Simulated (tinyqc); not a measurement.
Inside a calculation. Model: resistance of a source-drain extension with a graded tip.

Program tinyqc, `OMP_NUM_THREADS=1 python tinyqc.py 2282025 2282026 out.jsonl`; Intel Xeon 2.30GHz, shared host, one thread, about 0.03 s. Printed values are rounded.

y runs along the channel, the gate covers y > 0. The doping is N0 for y < y0 and N0 10^(-(y - y0)/la) beyond, uniform over the depth xj. Sheet conductance s(y) = q mu(N) max(N - Nch, 0) xj + (for y > 0) ma Cox Vo, with mu(N) = u0 + (u1 - u0)/(1 + (N/Nr)^au) and Cox = eps0 eox/tox. Current is taken as one-dimensional; depletion of the tip, spreading and the contact are left out. The metallurgical junction lies at yj, where N = Nch.

Values chosen for this exercise; mobility law close to that of electrons in silicon:
```
symbol   value        unit                                                                 meaning
eox       7.35              relative permittivity of the gate insulator (close to silicon nitride)
tox        2.8          nm                                                     insulator thickness
N0      6.1e19       cm^-3                        active doping of the extension far from the gate
la         6.6   nm/decade                                                      lateral abruptness
y0         2.3          nm          position under the gate where the fall begins (gate edge at 0)
xj          14          nm                                                  depth of the extension
Nch     2.9e18       cm^-3                                                          channel doping
Vo        0.61           V                                                          gate overdrive
ma          89  cm^2/(V s)                                      mobility of the gate-induced layer
u1        1414  cm^2/(V s)                                                  mobility at low doping
u0        68.5  cm^2/(V s)                                                 mobility at high doping
Nr      9.2e16       cm^-3                                                        reference doping
au       0.711                                                                            exponent
Lg          60          nm                                                             gate length
```

Constants: q = 1.602176634e-19 C, eps0 = 8.8541878128e-14 F/cm where lengths are in cm. Results are converted to the units shown.

## Sheet resistances and junction position

yj = y0 + la log10(N0/Nch); sheet resistance of the full extension 1/[q mu(N0)(N0 - Nch) xj] and of the gate-induced layer 1/(ma Cox Vo); metallurgical length Lg - 2 yj; ye is where the doped and the gate-induced conductances are equal.

yj = 11.0314 nm
sheet resistance of the extension = 939.933 ohm/square
sheet resistance of the induced layer = 7925.05 ohm/square
metallurgical length = 37.9373 nm
ye = 8.35342 nm
N at ye = 7.38150e18 cm^-3

The gate takes over 2.68 nm before the junction, where N is still 2.55 times the channel doping.

## Resistance of the overlapped part

Midpoint rule on 9 equal steps from 0 to yj: R_ov = sum h/s(y), per width.

| point | y (nm) | N (cm^-3) | doped conductance (uS) | sheet resistance (ohm/square) |
|---|---|---|---|---|
| 0 | 0.612853 | 6.1e19 | 1063.91 | 840.274 |
| 1 | 1.83856 | 6.1e19 | 1063.91 | 840.274 |
| 2 | 3.06426 | 4.67232e19 | 829.112 | 1046.80 |
| 3 | 4.28997 | 3.04663e19 | 555.803 | 1466.31 |
| 4 | 5.51568 | 1.98658e19 | 370.374 | 2013.87 |
| 5 | 6.74138 | 1.29537e19 | 241.910 | 2716.71 |
| 6 | 7.96709 | 8.44657e18 | 149.938 | 3621.62 |
| 7 | 9.19279 | 5.50766e18 | 80.7436 | 4832.65 |
| 8 | 10.4185 | 3.59132e18 | 24.9743 | 6615.66 |

R_ov = 29.410 ohm um

The exact integral is 29.550 ohm um; the coarse sum is 0.47 % below it.
